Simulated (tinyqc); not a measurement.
# Octagonal on-chip spiral inductor, lumped pi model: two studies

Outer diameter do = di + 2 n wd + 2 (n - 1) sp, mean da = (do + di)/2, fill p = (do - di)/(do + di), length l = 3.314 n da. L = 2.25 mu0 n^2 da/(1 + 3.55 p), mu0 = 4 pi 1e-7 H/m. Rs = rho l/(wd delta (1 - exp(-th/delta))), delta = sqrt(rho/(pi f mu0)). Cs = n wd^2 eps0 eo/hu across the coil. At each end Cox = l wd eps0 eo/(2 ho) leads to the substrate branch Rsi = 2 rs he/(l wd) in parallel with Csi = l wd eps0 11.7/(2 he). With one end grounded Y = 1/(Rs + i w L) + i w Cs + 1/[1/(i w Cox) + 1/(1/Rsi + i w Csi)], w = 2 pi f; Q = -Im Y/Re Y. Eddy currents in neighbouring turns and in the substrate are left out.

Values chosen for this exercise; values of the order met in silicon radio-frequency processes:
- n = 6.5 (number of turns)
- wd = 8 um (line width)
- sp = 1.5 um (space between turns)
- di = 80 um (inner diameter)
- th = 3.4 um (metal thickness)
- rho = 1.9 uohm cm (metal resistivity)
- ho = 9 um (oxide below the coil)
- hu = 1.1 um (oxide between coil and underpass)
- eo = 4.1 (relative permittivity of the oxide)
- rs = 20 ohm cm (substrate resistivity)
- he = 30 um (effective spreading depth in the substrate)
- f = 3.6 GHz (frequency)

Constants: eps0 = 8.8541878128e-12 F/m. Results are converted to the units shown.

Each table varies one quantity; the others keep the values above.

## Quality factor against frequency

Apparent inductance Im(1/Y)/w; share of the loss Re(substrate branch)/Re Y.

Quality factor against frequency:

| f (GHz) | Rs (ohm) | w L/Rs | Q | apparent inductance (nH) | loss in the substrate (%) |
|---|---|---|---|---|---|
| 0.16 | 2.832 | 2.356 | 2.354 | 6.637 | 0.002206 |
| 0.27 | 3.073 | 3.663 | 3.658 | 6.642 | 0.01495 |
| 0.44 | 3.378 | 5.431 | 5.408 | 6.655 | 0.09137 |
| 0.72 | 3.794 | 7.912 | 7.802 | 6.689 | 0.5563 |
| 1.2 | 4.386 | 11.41 | 10.77 | 6.783 | 3.344 |
| 1.9 | 5.112 | 15.50 | 12.63 | 6.997 | 13.86 |
| 3.1 | 6.161 | 20.98 | 10.82 | 7.570 | 40.79 |
| 5.1 | 7.616 | 27.92 | 5.800 | 9.288 | 70.09 |
| 8.4 | 9.587 | 36.53 | 1.276 | 16.01 | 86.40 |

Q goes from 2.35 through a maximum of 12.6 (at f = 1.9 GHz among the rows listed) to 1.28; the exact peak is 12.7 at 2.03 GHz and Q reaches zero at the self-resonance, 9.86 GHz. The share of the substrate rises from 0.00221 to 86.4 %, and the apparent inductance ends at 2.41 times L. At the peak the substrate takes 16.5 % of the loss. For f = 8.4 the coil is longer than 0.15 of a wavelength in the oxide, where one lumped section is rough.

## Effect of the metal thickness

Same model as above.

Peak Q and its frequency from a search over f; self-resonance where Im Y = 0; Q at the given f (negative beyond resonance).

The same in every row: L (nH) = 6.635; do (um) = 200.5.

Results:

| th (um) | peak Q | f of the peak (GHz) | self-resonance (GHz) | Q at f |
|---|---|---|---|---|
| 0.5 | 5.172 | 3.189 | 9.855 | 5.099 |
| 1.5 | 9.558 | 2.421 | 9.863 | 8.195 |
| 2 | 10.78 | 2.265 | 9.863 | 8.771 |
| 3 | 12.29 | 2.079 | 9.864 | 9.322 |
| 4 | 13.10 | 1.971 | 9.864 | 9.536 |
| 6 | 13.79 | 1.862 | 9.864 | 9.660 |
| 9 | 14.04 | 1.806 | 9.864 | 9.684 |

Estimate the missing row, th = 0.9 um.

Computed row:

| th (um) | peak Q | f of the peak (GHz) | self-resonance (GHz) | Q at f |
|---|---|---|---|---|
| 0.9 | 7.378 | 2.746 | 9.861 | 6.862 |

With this row back in the table: As th goes from 0.5 to 9, L stays at 6.64 nH, the peak Q rises from 5.17 to 14.0, its frequency falls from 3.19 to 1.81 GHz and the self-resonance stays near 9.86 GHz. Once th exceeds a few skin depths Rs no longer falls.

Computed by the program tinyqc: `OMP_NUM_THREADS=1 python tinyqc.py 2302012 2302013 out.jsonl`, one thread of a shared Intel Xeon 2.30GHz, about 0.01 s for the whole run.
